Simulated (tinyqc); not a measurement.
# Ellipsometry and reflectance of a transparent film on an absorbing substrate, step by step

Computed by the program tinyqc: `OMP_NUM_THREADS=1 python tinyqc.py 2870230 2870231 out.jsonl`, one thread of a shared Intel Xeon 2.30GHz, about 0.01 s for the whole run. Printed values are rounded.

Air (index 1), film, substrate with N2 = n2 - i k2; time factor exp(+i w t). q_j = sqrt(N_j^2 - sin^2 th), root with positive real part. Fresnel coefficients r_s = (q_a - q_b)/(q_a + q_b), r_p = (N_b^2 q_a - N_a^2 q_b)/(N_b^2 q_a + N_a^2 q_b). tan(Psi) exp(i Delta) = R_p/R_s, Delta taken from 0 to 360 degrees.

Parameters, values chosen for the exercise; indices close to those of titanium dioxide on silicon: wavelength lam = 546.1 nm; angle of incidence th = 70 degrees; index of the transparent film n1 = 2.379; film thickness d = 200 nm; index of the substrate n2 = 4.086; extinction coefficient of the substrate k2 = 0.031.

## Interface coefficients and thickness period

q0, q1, q2 and the coefficients r01 and r12 for p and s; the results repeat in d with the period lam/(2 q1).

q0 = 0.342020
q1 = 2.18555
q2 = 3.97648-0.03185i
r01,p = -0.0606214
r01,s = -0.729368
r12,p = 0.237041-0.003380i
r12,s = -0.290660+0.003667i
period = 124.934 nm

## Psi, Delta and reflectances

beta = 2 pi d q1/lam, X = exp(-2 i beta), R = (r01 + r12 X)/(1 + r01 r12 X) for p and s.

beta = 5.02919 rad
X = -0.805901+0.592050i
R_p = -0.248018+0.139317i
R_s = -0.616445-0.115969i
Psi = 24.3947 degrees
Delta = 320.022 degrees
|R_p|^2 = 0.0809218
|R_s|^2 = 0.393453

The bare substrate gives Psi = 12.01 and Delta = 178.97 degrees.
